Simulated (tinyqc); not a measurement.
Lattice vibrations of a chain, step by step. Computed by tinyqc, a small Python program that keeps every step. Command: `OMP_NUM_THREADS=1 python tinyqc.py 26676 26677 out.jsonl` (the two numbers bound the seeds that draw the settings). One thread of a shared host (Intel(R) Xeon(R) Processor @ 2.60GHz), about 0.01 s of CPU time with the checks.

## Dynamical matrix at q = 0.29

A chain moving along its axis:

| atom | mass (u) | spring to the next atom (eV/angstrom^2) |
|---|---|---|
| 1 | 10.400000 | 13.300000 |
| 2 | 78.800000 | 23.000000 |
| 3 | 13.800000 | 17.600000 |
| second neighbours | - | 2.800000 |

q is in units of 2 pi/a. A spring k from atom i to atom j, n cells on, adds k to Phi_ii and Phi_jj, -k exp(2 pi i q n) to Phi_ij and the conjugate to Phi_ji (for one atom a cell: 2k (1 - cos 2 pi q n)); D_ij = Phi_ij / sqrt(m_i m_j).

D(q) (eV/(angstrom^2 u)), lower triangle (Hermitian):
```
                     1                    2         3
1             3.509615
2  -0.440268-0.094736i             0.531726
3   0.131631-1.422962i  -0.676353-0.082242i  3.347826
```

## Frequencies

omega^2 are the eigenvalues; wavenumber = 521.4708 sqrt(eigenvalue) 1/cm.

eigenvalues: 0.241228  2.228289  4.919651

wavenumbers (1/cm): 256.1  778.4  1156.6

weights |e|^2 of the mass-weighted modes:
```
          mode 1    mode 2    mode 3
atom 1  0.047142  0.441965  0.510894
atom 2  0.872542  0.113625  0.013833
atom 3  0.080317  0.444410  0.475273
```

## Dispersion and heat capacity

C/k_B per atom = mean over q = (j + 1/2)/80, j = 0..39 and all branches of y^2 e^y/(e^y - 1)^2, y = hc wavenumber / k_B T.

Wavenumbers (1/cm):

| q | branch 1 | branch 2 | branch 3 |
|---|---|---|---|
| 0.000000 | 0.000000 | 782.486570 | 1181.974854 |
| 0.062500 | 61.786072 | 782.261680 | 1180.507913 |
| 0.125000 | 121.687131 | 781.607321 | 1176.278888 |
| 0.187500 | 177.767655 | 780.585791 | 1169.800953 |
| 0.250000 | 228.005367 | 779.305774 | 1161.914734 |
| 0.312500 | 270.293690 | 777.928779 | 1153.740838 |
| 0.375000 | 302.523408 | 776.669766 | 1146.565938 |
| 0.437500 | 322.788137 | 775.773047 | 1141.636450 |
| 0.500000 | 329.712302 | 775.446303 | 1139.878334 |

Heat capacity:

| T (K) | C/k_B per atom |
|---|---|
| 20 | 0.030876 |
| 50 | 0.080663 |
| 100 | 0.172770 |
| 200 | 0.314686 |
| 300 | 0.458435 |
| 600 | 0.757528 |
| 1200 | 0.925648 |

zero-point energy per atom = 44.374615 meV
